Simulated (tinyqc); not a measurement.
Inside a calculation. Method: geometry optimisation on the UHF/sto-3g surface (energies and gradients from PySCF), for H3, spin multiplicity 2. Computed by tinyqc, a small Python program that keeps every step (integrals from PySCF). Settings: charge = 0, multiplicity = 2, basis = sto-3g, optimiser = bfgs, first Hessian = 1.0, largest step = 0.3, iteration cap = 30. Command: `OMP_NUM_THREADS=1 python tinyqc.py 29177 29178 out.jsonl` (the two numbers bound the seeds that draw the settings). One thread of a shared host (Intel(R) Xeon(R) Processor @ 2.60GHz), about 1 s of CPU time with the checks.

positions at the start (bohr):
```
            x          y          z
1H   0.000000  -0.060471  -0.103935
2H  -0.032125   0.011338   1.710202
3H   0.071810   1.513671  -0.731324
```

Stop when the largest gradient component is below 3e-5 hartree/bohr. The inverse Hessian follows the BFGS update with s = step, y = change of gradient.

Course of the optimisation:
```
step  E (hartree)  largest gradient (hartree/bohr)
1     -1.51069956                         5.12e-02
2     -1.51886162                         5.05e-02
3     -1.54003783                         4.47e-02
4     -1.55567159                         3.03e-02
5     -1.56570942                         2.35e-02
6     -1.57233262                         1.59e-02
7     -1.57642902                         2.25e-02
8     -1.57866530                         3.49e-02
9     -1.58062859                         2.45e-02
10    -1.58228483                         2.89e-03
11    -1.58286539                         1.71e-02
12    -1.58332914                         7.57e-03
13    -1.58363446                         7.17e-03
14    -1.58381349                         1.55e-03
15    -1.58385591                         9.10e-03
16    -1.58392428                         1.04e-03
17    -1.58395726                         1.00e-03
18    -1.58398535                         5.39e-03
19    -1.58401413                         3.75e-04
20    -1.58402880                         5.27e-04
21    -1.58402734                         4.35e-03
22    -1.58404728                         1.31e-04
23    -1.58405379                         2.90e-04
24    -1.58403498                         4.85e-03
25    -1.58406009                         8.53e-05
26    -1.58406338                         2.15e-04
27    -1.58404819                         4.39e-03
28    -1.58406722                         1.09e-04
29    -1.58406937                         2.18e-04
30    -1.58405928                         3.72e-03
```

Can the last value be used, and what does the course show?

Not by the stop rule. Not converged within 30 steps: the energy rises at some steps, so steps overshoot. Reruns: method bfgs, first Hessian 0.6, largest step 0.3: converged in 21 (E = -1.58408).
